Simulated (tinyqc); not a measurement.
What each value does: bond-orbital model of a tetrahedral semiconductor (Harrison's universal couplings).

Hybrid level eh = (es + 3 ep)/4; metallic energy V1 = (ep - es)/4 for each atom; covalent energy V2 = 3.22 hbar^2/(m d^2); polar energy V3 = (ehc - eha)/2; hbar^2/m = 2c, c = hbar^2/2m0. Polarity ap = V3/sqrt(V2^2 + V3^2), covalency ac = V2/sqrt(V2^2 + V3^2). p-p coupling at Gamma Exx = (4/3)(2.22 - 2 x 0.63) hbar^2/(m d^2) = 1.28 hbar^2/(m d^2), s-s coupling Ess = 4 x 1.32 hbar^2/(m d^2).

Constants: hbar^2/2m0 = 3.80998211 eV angstrom^2.

Parameters, chosen for this exercise (near tabulated values for Ge; the model gives trends, and its gaps can be far from the real ones; the results hold for these values, not for the real material):
```
symbol  value   unit      meaning
esc     -14.93  eV        s level, cation
epc     -7.38   eV        p level, cation
esa     -14.93  eV        s level, anion
epa     -7.38   eV        p level, anion
d       2.44    angstrom  bond length
```

The bond-antibond splitting is 2 sqrt(V2^2 + V3^2). E0 is the upper root of [[esa, 5.28 u], [5.28 u, esc]] less the lower root of [[epa, 1.28 u], [1.28 u, epc]], u = hbar^2/(m d^2).

One parameter was then changed.

Results before and after:
```
case          ap  bond-antibond splitting (eV)  Ev (eV)  E0 (eV)
base      0.0000                         8.243   -9.018    0.846
changed  -0.0152                         8.243   -9.018    1.101
```

Which of these changes was made? (a) d = 2.49 angstrom; (b) epc = -6.88 eV; (c) epa = -6.88 eV; (d) esa = -14.43 eV; (e) esc = -14.43 eV.

Answer: (d) esa = -14.43 eV. Of the candidates, run in turn, only this one gives the changed row.

All candidates:
```
case                    ap  bond-antibond splitting (eV)  Ev (eV)  E0 (eV)
base                0.0000                         8.243   -9.018    0.846
esc = -14.43 eV     0.0152                         8.243   -9.018    1.101
epc = -6.88 eV      0.0454                         8.251   -8.787    0.615
esa = -14.43 eV    -0.0152                         8.243   -9.018    1.101
epa = -6.88 eV     -0.0454                         8.251   -8.787    0.615
d = 2.49 angstrom   0.0000                         7.915   -8.953    0.512
```

Run: tinyqc, `OMP_NUM_THREADS=1 python tinyqc.py 1452387 1452388 out.jsonl`; Intel(R) Xeon(R) Processor @ 2.30GHz, one thread, shared host; about 0.01 s of CPU time with all checks.
